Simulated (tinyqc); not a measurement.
Configuration-coordinate model of a defect: Huang-Rhys factor and luminescence line shape: one step, computed by the program tinyqc. Command: `OMP_NUM_THREADS=1 python tinyqc.py 3012163 3012164 out.jsonl ccline walk`. One thread of a shared host (Intel(R) Xeon(R) Processor @ 2.30GHz), about 0.01 s of CPU time with the checks.

Ground state E_g(Q) = (1/2) omega_g^2 Q^2; excited state E_e(Q) = E_0 + (1/2) omega_e^2 (Q - dQ)^2 with omega_e = omega_g and E_0 = E_ZPL. Q is mass-weighted; the dipole does not depend on Q (Condon approximation).

Task: Huang-Rhys factors and vertical energies. S = hbar omega dQ^2/(2 hbar^2/u) for each state; relaxation energy S hbar omega; absorption at E_0 + S_e hbar omega_e, emission at E_0 - S_g hbar omega_g; the Stokes shift is their difference.

Inputs (values chosen for the exercise, for a model defect): zero-phonon energy E_ZPL = 1.14 eV; displacement dQ = 1.38 u^(1/2) angstrom; ground-state phonon hbar omega_g = 19 meV.

Modes: equal frequencies in both states.

Constants: hbar^2/u = 4.18015928e-03 eV angstrom^2.

Give: S_g; S_e; relaxation energy, ground state; relaxation energy, excited state; vertical absorption energy; vertical emission energy; Stokes shift.

Result:

S_g = 4.328

S_e = 4.328

relaxation energy, ground state = 0.08223 eV

relaxation energy, excited state = 0.08223 eV

vertical absorption energy = 1.222 eV

vertical emission energy = 1.058 eV

Stokes shift = 0.1645 eV

The coupling is intermediate: phonon replicas can be resolved beside the zero-phonon line.
